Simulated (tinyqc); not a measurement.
A ladder of methods, and size consistency: correlation methods against full CI in the sto-3g basis, for BeH2, spin multiplicity 1. Computed by the program tinyqc with PySCF. 

Geometry (angstrom):

| atom | x | y | z |
|---|---|---|---|
| Be | 0.0000 | 0.0000 | 0.0000 |
| H | 0.0000 | 1.3860 | 0.1700 |
| H | 0.0000 | -1.4400 | 0.1760 |

RHF energy of one = -15.546366 hartree

All electrons correlated; +Q is the Davidson correction (1 - c0^2) E_corr. The last columns treat two copies 100 angstrom apart as one system. FCI is the lowest singlet.

Correlation energies (hartree):

| method | E_corr of one | share of FCI (%) | E_corr of two at 100 angstrom | two minus twice one (mhartree) |
|---|---|---|---|---|
| MP2 | -0.025725 | 64.8426 | -0.051449 | 0.0000 |
| CISD | -0.038680 | 97.4973 | -0.075065 | 2.2942 |
| CISD+Q | -0.039901 | 100.5757 | -0.079379 | 0.4222 |
| CCSD | -0.039184 | 98.7682 | -0.078367 | 0.0000 |
| CCSD(T) | -0.039442 | 99.4191 | -0.078884 | 0.0000 |
| FCI | -0.039672 | 100.0000 | - | - |

MP2 recovers 65 %, CISD 97.5 % and CCSD 98.8 % of the FCI value (c0^2 = 0.968 in CISD). MP2 and coupled cluster are size consistent, so their last column vanishes; CISD loses 2.29 mhartree, since a double excitation on each copy is a quadruple of the pair, and the Davidson correction leaves +0.42.
